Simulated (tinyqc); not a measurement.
# MOSFET in the linear regime without short-channel effects, parameter extraction from computed curves: what changes with what

Inversion charge Q = Cox n Vt W0(exp((Vg - VT)/(n Vt))), W0 the Lambert function and n = nf; u = Q/Cox; mobility mu = mu0/(1 + th1 u + th2 u^2); channel resistance Rch = (L - dL)/(W mu Q); Id = Vd/(Rch + Rsd/W). Cox = eps0 eox/tox. Small Vd, no channel-length or drain effects.

Parameters, values chosen for the exercise; channel values of the order met in silicon transistors:
```
symbol  value        unit                                                               meaning
T         300           K                                                           temperature
eox      22.5              relative permittivity of the gate insulator (close to hafnium oxide)
tox        14          nm                                                   insulator thickness
mu0       160  cm^2/(V s)                                                    low-field mobility
th1      0.06         1/V                                     first mobility attenuation factor
th2         0       1/V^2                                    second mobility attenuation factor
VT       0.61           V                                                     threshold voltage
nf       1.33                                                                       body factor
W          10          um                                                            gate width
L        0.43          um                                                     drawn gate length
dL      0.004          um                                           drawn less effective length
Rsd       120      ohm um                                          source plus drain resistance
Vd      0.025           V                                                         drain voltage
```

Constants: q = 1.602176634e-19 C, kB = 1.380649e-23 J/K, Vt = kB T/q, eps0 = 8.8541878128e-14 F/cm where lengths are in cm. Results are converted to the units shown.

Each table varies one quantity; the others keep the values above.

## Extraction methods against the drawn gate length

From the continuous curve Id(Vg): tangent at peak gm (V_ext = Vg - Id/gm); constant current Id = 0.1 uA W/L; peak of d2Id/dVg2; Y = Id/sqrt(gm) drawn through Vg = VT + 0.6 and VT + 0.8 V, with intercept VT_Y and slope s. Mobilities gm,max L/(W Cox Vd) and s^2 L/(W Cox Vd) with the drawn L. Last column: share of Rsd/W in the total resistance at VT + 0.8 V.

Extraction methods against the drawn gate length:

| L (um) | V_ext (V) | constant current (V) | second derivative (V) | VT_Y (V) | mobility from gm (cm^2/(V s)) | mobility from Y (cm^2/(V s)) | series share (%) |
|---|---|---|---|---|---|---|---|
| 0.03 | 0.598 | 0.598 | 0.596 | 0.656 | 112 | 165 | 41.3 |
| 0.062 | 0.612 | 0.602 | 0.600 | 0.656 | 120 | 153 | 24.0 |
| 0.13 | 0.624 | 0.603 | 0.602 | 0.656 | 127 | 148 | 12.7 |
| 0.27 | 0.634 | 0.604 | 0.602 | 0.656 | 132 | 145 | 6.43 |
| 0.56 | 0.641 | 0.604 | 0.603 | 0.656 | 136 | 144 | 3.18 |
| 1.2 | 0.646 | 0.604 | 0.603 | 0.656 | 139 | 144 | 1.50 |
| 2.4 | 0.649 | 0.604 | 0.603 | 0.656 | 140 | 143 | 0.757 |
| 5 | 0.650 | 0.605 | 0.603 | 0.656 | 140 | 143 | 0.364 |

What does the comparison show?

The model has VT = 0.61 V and mu0 = 160 cm^2/(V s). Over the table the extracted thresholds move by 52 mV (tangent), 6.4 mV (constant current), 7.0 mV (second derivative), under 0.5 mV (Y function). The mobility from gm rises from 112 to 140 and that from Y falls from 165 to 143 cm^2/(V s).

## Extraction methods against the body factor

Same model as above.

Results:

| nf | V_ext (V) | constant current (V) | second derivative (V) | VT_Y (V) | mobility from gm (cm^2/(V s)) | mobility from Y (cm^2/(V s)) | series share (%) |
|---|---|---|---|---|---|---|---|
| 1 | 0.635 | 0.617 | 0.605 | 0.653 | 138 | 149 | 4.21 |
| 1.1 | 0.637 | 0.614 | 0.604 | 0.654 | 137 | 147 | 4.18 |
| 1.2 | 0.638 | 0.610 | 0.603 | 0.655 | 136 | 146 | 4.15 |
| 1.4 | 0.639 | 0.601 | 0.602 | 0.656 | 134 | 144 | 4.09 |
| 1.5 | 0.640 | 0.596 | 0.602 | 0.656 | 134 | 142 | 4.07 |
| 1.6 | 0.641 | 0.592 | 0.601 | 0.656 | 133 | 141 | 4.04 |
| 1.7 | 0.641 | 0.587 | 0.600 | 0.656 | 132 | 140 | 4.02 |

Estimate the missing row, nf = 1.3.

Computed row:

| nf | V_ext (V) | constant current (V) | second derivative (V) | VT_Y (V) | mobility from gm (cm^2/(V s)) | mobility from Y (cm^2/(V s)) | series share (%) |
|---|---|---|---|---|---|---|---|
| 1.3 | 0.638 | 0.605 | 0.603 | 0.655 | 135 | 145 | 4.12 |

With this row back in the table: The model has VT = 0.61 V and mu0 = 160 cm^2/(V s). Over the table the extracted thresholds move by 5.6 mV (tangent), 30 mV (constant current), 4.5 mV (second derivative), 3.9 mV (Y function). The mobility from gm falls from 138 to 132 and that from Y falls from 149 to 140 cm^2/(V s).

Numbers from tinyqc (`OMP_NUM_THREADS=1 python tinyqc.py 2210129 2210130 out.jsonl`; about 0.01 s on one thread of a shared Intel Xeon 2.30GHz).
